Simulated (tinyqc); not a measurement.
LDA (VWN5) atom on a uniform radial grid, spin-unpolarised, for Li, step by step. Computed by tinyqc, a small Python program that keeps every step. Settings: Z = 3, points = 192, R = 13.5, functional = lda,vwn, mixing = 0.4, iteration cap = 87. Command: `OMP_NUM_THREADS=1 python tinyqc.py 30916 30917 out.jsonl` (the two numbers bound the seeds that draw the settings). One thread of a shared host (Intel(R) Xeon(R) Processor @ 2.60GHz), about 0.4 s of CPU time with the checks. Later iterations appear only in the table of the cycle.

## Iteration 1

Spherical atom on a uniform radial grid r_j = j h with h = R/(N + 1), h sum u^2 = 1 and integrals as h times sums, u(0) = u(R) = 0 (atomic units):
```
parameter            value
Z                        3
points N               192
R                13.500000
h                 0.069948
mixing            0.400000
electrons in 1s          2
electrons in 2s          1
```

Three-point differences turn -u''/2 + [l(l+1)/2r^2 - Z/r + V] u = e u into a tridiagonal matrix (diagonal 1/h^2 + potential, off-diagonal -1/2h^2). D = sum f u^2; the Hartree potential y/r solves y'' = -D/r with y(0) = 0, y(R) = N_e; v_xc comes from rho = D/(4 pi r^2); E = sum f e - int D V + int D (V_H/2 + eps_xc); V(new) = V + mixing (V_H + v_xc - V).

eigenvalues (hartree): 1s -4.4515, 2s -1.1219

Every 12th grid point:
```
r          V in     u(1s)      u(2s)         D     V_H       v_xc
0.8394   0.0000    0.7084    -0.2219    1.0528  2.8963    -0.5464
1.6788   0.0000    0.1163    -0.7535    0.5948  1.6813    -0.2997
2.5181   0.0000    0.0143    -0.5894    0.3478  1.1756    -0.1994
3.3575   0.0000    0.0016    -0.3252    0.1058  0.8915    -0.1175
4.1969   0.0000  1.61e-04    -0.1518    0.0230  0.7146    -0.0653
5.0363   0.0000  1.58e-05    -0.0642    0.0041  0.5957    -0.0349
5.8756   0.0000  1.52e-06    -0.0254    0.0006  0.5106    -0.0180
6.7150   0.0000  1.42e-07    -0.0096  9.21e-05  0.4468    -0.0091
7.5544   0.0000  1.31e-08    -0.0035  1.22e-05  0.3971    -0.0044
8.3938   0.0000  1.20e-09    -0.0012  1.54e-06  0.3574    -0.0021
9.2332   0.0000  1.08e-10  -4.31e-04  1.85e-07  0.3249    -0.0010
10.0725  0.0000         0  -1.47e-04  2.15e-08  0.2978  -4.68e-04
10.9119  0.0000         0  -4.92e-05  2.43e-09  0.2749  -2.16e-04
11.7513  0.0000         0  -1.62e-05  2.62e-10  0.2553  -9.86e-05
12.5907  0.0000         0  -4.89e-06  2.39e-11  0.2383  -4.26e-05
13.4301  0.0000         0  -2.98e-07         0  0.2234     0.0000
```

total energy = -6.825905 hartree

## Iteration 2

As before.

eigenvalues (hartree): 1s -3.1871, 2s -0.6074

Every 12th grid point:
```
r          V in     u(1s)      u(2s)         D     V_H       v_xc
0.8394   0.9400    0.7506    -0.0988    1.1367  2.7823    -0.5596
1.6788   0.5527    0.1580    -0.6287    0.4453  1.6233    -0.2744
2.5181   0.3905    0.0262    -0.6387    0.4093  1.1544    -0.2094
3.3575   0.3096    0.0039    -0.4564    0.2083  0.8857    -0.1438
4.1969   0.2597    0.0006    -0.2772    0.0768  0.7133    -0.0935
5.0363   0.2243  7.71e-05    -0.1534    0.0235  0.5954    -0.0589
5.8756   0.1970  1.04e-05    -0.0800    0.0064  0.5105    -0.0363
6.7150   0.1751  1.38e-06    -0.0400    0.0016  0.4467    -0.0220
7.5544   0.1571  1.80e-07    -0.0194  3.77e-04  0.3971    -0.0131
8.3938   0.1421  2.34e-08    -0.0092  8.49e-05  0.3574    -0.0077
9.2332   0.1296  3.02e-09    -0.0043  1.84e-05  0.3249    -0.0044
10.0725  0.1189  3.86e-10    -0.0020  3.88e-06  0.2978    -0.0025
10.9119  0.1099  4.92e-11    -0.0009  7.89e-07  0.2749    -0.0014
11.7513  0.1021         0  -3.88e-04  1.50e-07  0.2553    -0.0008
12.5907  0.0953         0  -1.48e-04  2.19e-08  0.2383  -4.07e-04
13.4301  0.0894         0  -1.00e-05  1.01e-10  0.2234  -6.58e-05
```

total energy = -7.100407 hartree

## Iteration 3

As before.

eigenvalues (hartree): 1s -2.5246, 2s -0.3562

Every 12th grid point:
```
r          V in     u(1s)      u(2s)         D     V_H       v_xc
0.8394   1.4531    0.7711    -0.0402    1.1908  2.7028    -0.5677
1.6788   0.8712    0.1860    -0.5178    0.3373  1.5761    -0.2523
2.5181   0.6123    0.0365    -0.6181    0.3847  1.1307    -0.2055
3.3575   0.4825    0.0066    -0.5178    0.2683  0.8765    -0.1552
4.1969   0.4037    0.0011    -0.3700    0.1369  0.7102    -0.1111
5.0363   0.3492  1.91e-04    -0.2416    0.0584  0.5945    -0.0773
5.8756   0.3079  3.15e-05    -0.1492    0.0222  0.5103    -0.0528
6.7150   0.2750  5.13e-06    -0.0887    0.0079  0.4467    -0.0356
7.5544   0.2479  8.26e-07    -0.0513    0.0026  0.3971    -0.0238
8.3938   0.2252  1.32e-07    -0.0291    0.0008  0.3574    -0.0157
9.2332   0.2059  2.10e-08    -0.0162  2.63e-04  0.3249    -0.0103
10.0725  0.1895  3.33e-09    -0.0089  7.95e-05  0.2978    -0.0067
10.9119  0.1753  5.26e-10    -0.0048  2.30e-05  0.2749    -0.0043
11.7513  0.1630  8.27e-11    -0.0025  6.05e-06  0.2553    -0.0027
12.5907  0.1523  1.28e-11    -0.0011  1.12e-06  0.2383    -0.0015
13.4301  0.1429         0  -7.57e-05  5.74e-09  0.2234  -2.51e-04
```

total energy = -7.198165 hartree

## Convergence

Stop when input and output potentials agree to 1e-7.

Course of the cycle (hartree):
```
iteration          E    e(1s)    e(2s)  largest |V(out) - V(in)|
1          -6.825905  -4.4515  -1.1219                  4.27e+00
2          -7.100407  -3.1871  -0.6074                  2.19e+00
3          -7.198165  -2.5246  -0.3562                  1.09e+00
4          -7.230661  -2.1827  -0.2317                  5.33e-01
5          -7.241022  -2.0093  -0.1690                  2.57e-01
6          -7.244256  -1.9229  -0.1372                  1.22e-01
7          -7.245261  -1.8808  -0.1210                  5.78e-02
8          -7.245576  -1.8606  -0.1128                  2.69e-02
9          -7.245676  -1.8514  -0.1086                  1.22e-02
10         -7.245708  -1.8473  -0.1065                  6.10e-03
11         -7.245719  -1.8456  -0.1055                  3.26e-03
...              ...      ...      ...                       ...
25         -7.245724  -1.8455  -0.1048                  7.67e-06
26         -7.245724  -1.8455  -0.1048                  4.79e-06
27         -7.245724  -1.8455  -0.1048                  2.98e-06
28         -7.245724  -1.8455  -0.1048                  1.86e-06
29         -7.245724  -1.8455  -0.1048                  1.15e-06
30         -7.245724  -1.8455  -0.1048                  7.15e-07
31         -7.245724  -1.8455  -0.1048                  4.43e-07
32         -7.245724  -1.8455  -0.1048                  2.74e-07
33         -7.245724  -1.8455  -0.1048                  1.70e-07
34         -7.245724  -1.8455  -0.1048                  1.06e-07
35         -7.245724  -1.8455  -0.1048                  6.61e-08
```

Converged in 35 iterations. A uniform grid resolves the cusp poorly: for a bare nucleus this grid gives 1s at -4.45152 against -Z^2/2 = -4.5 hartree. Before convergence this energy mixes input and output and is not variational, so it may rise towards its limit.
